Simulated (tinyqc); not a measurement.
Deformation potentials from a strained empirical pseudopotential: sweeps and comparisons. A value that a table varies takes the place of the one given here.

Diamond lattice, no spin-orbit coupling. Atomic form factor V(q) = a1 (q^2 - a2)/(a3 exp(a4 q^2) - 1) in rydberg with q in 1/bohr, for the unstrained cell. Under a strain e the reciprocal vectors and k go over into (1 + e)^(-1) G, the atoms sit at +/- tau with tau = (1 + e) a (1,1,1)/8 - zeta a (eyz, ezx, exy)/4, and H(G,G') = c |k + G|^2 delta + (V(q)/det(1 + e)) cos(q.tau), q = G - G', with the term q = 0 left out; c = hbar^2/2m0. The basis is fixed before straining: all G with |k + G|^2 up to 16 (2 pi/a)^2. k is given in units of 2 pi/a of the unstrained cell.

Constants: hbar^2/2m0 = 3.80998211 eV angstrom^2; Ry = 13.60569312 eV; a0 (Bohr radius) = 0.5291772105 angstrom.

Values chosen for the exercise (a germanium-sized cell with gaps well above those of Ge; the results hold for these values, not for the real material):
- a = 5.666 angstrom (lattice constant)
- A = (0.398, 2.444, 2.045, 0.458) (a1 (Ry bohr^2), a2 (1/bohr^2), a3, a4 (bohr^2))
- h = 0.001 (size of the test strain)
- kD = 0.82 2 pi/a (position of the Delta minimum)
- a1 = 0.398
- a2 = 2.444
- a3 = 2.045
- a4 = 0.458

## The internal displacement

Xu of L (level 5, the lowest empty one) and d from exy = eyz = ezx = h for several zeta: Xu = [E(L [111]) - E(L [1-1-1])]/((8/3) h), d = (single valence level - pair)/(3 sqrt(3) h). zeta = 0 strains the bonds with the lattice; zeta = 1 keeps all four bond lengths equal to first order.

Results:
```
zeta  Xu (L) (eV)  d (eV)
0.00         8.40    2.13
0.25         9.69   -0.30
0.50        10.98   -2.73
0.60        11.50   -3.70
0.75        12.28   -5.15
1.00        13.58   -7.58
```

From zeta = 0 to 1, d goes from 2.13 to -7.58 eV and Xu (L) from 8.40 to 13.58 eV, both nearly linearly: the displacement is an optical-phonon mode, and d = d(0) - zeta d0/4 gives its deformation potential d0 = 39 eV. Leaving the relaxation out (zeta = 0 for 0.5) moves d by +4.85 eV, which reverses its sign, and Xu (L) by -2.58 eV. Tetragonal strain has no such freedom.

## Size of the test strain

e = diag(-h/2, -h/2, h). Xu = [E(Delta z) - E(Delta x)]/(1.5 h) at fixed kD, b = [E(Z) - E(X, Y)]/(4.5 h); one-sided from +h alone, central from +h and -h.

Results (eV):
```
h       Xu one-sided  Xu central  b one-sided  b central
0.0010         7.692       7.694       -3.000     -2.997
0.0025         7.687       7.694       -3.005     -2.997
0.0050         7.680       7.695       -3.013     -2.997
0.0100         7.667       7.695       -3.030     -2.997
0.0200         7.641       7.698       -3.062     -2.998
0.0300         7.618       7.703       -3.095     -2.998
```

From h = 0.001 to 0.03 the one-sided Xu drifts by -0.074 eV and the central one by +0.009 eV; for b the drifts are -0.094 and -0.001 eV. The central difference cancels the term of second order in the strain, so its error goes as h^2. At h = 0.02 the linear law errs by 0.7 % for the valley splitting and 2.2 % for the valence splitting.

## What each parameter of the potential does

Gaps from the valence top to level 5 at Gamma and level 5 at (kD,0,0) and L, and their deformation potentials [E(+h) - E(-h)]/(3 ln((1 + h)/(1 - h))) for e = +/- h 1, h = 0.002. The row for the lattice constant keeps V(q) without the volume factor, so it is not a strain. Each row changes one parameter from the base and keeps the others.

Results:
```
case                Gamma (eV)  Delta (eV)  L (eV)  potential Gamma (eV)  potential Delta (eV)  potential L (eV)
base                     1.442       1.389   1.154                 -8.99                  0.76             -2.96
a = 5.723 angstrom       1.231       1.621   1.204                 -9.18                  0.44             -3.17
a1 = 0.394               1.421       1.318   1.106                 -8.91                  0.80             -2.92
a2 = 2.42                1.583       1.327   1.172                 -8.95                  0.83             -2.92
a3 = 2.025               1.461       1.485   1.214                 -9.09                  0.74             -3.00
a4 = 0.453               1.503       1.465   1.216                 -9.14                  0.67             -3.06
```

The largest shifts from the base row, up to three for each result and ties (the steps differ in size, so this ranks the rows, not the parameters). Gamma (eV): a -0.212, a2 +0.140, a4 +0.061. Delta (eV): a +0.232, a3 +0.096, a4 +0.076. L (eV): a4 +0.062, a3 +0.060, a +0.051. potential Gamma (eV): a -0.19, a4 -0.15, a3 -0.10. potential Delta (eV): a -0.32, a4 -0.09, a2 +0.07. potential L (eV): a -0.21, a4 -0.10, a2 +0.04, a1 +0.04, a3 -0.04.

Program tinyqc; command `OMP_NUM_THREADS=1 python tinyqc.py 1880834 1880835 out.jsonl`; about 0.2 s on one thread of a shared Intel(R) Xeon(R) Processor @ 2.30GHz.
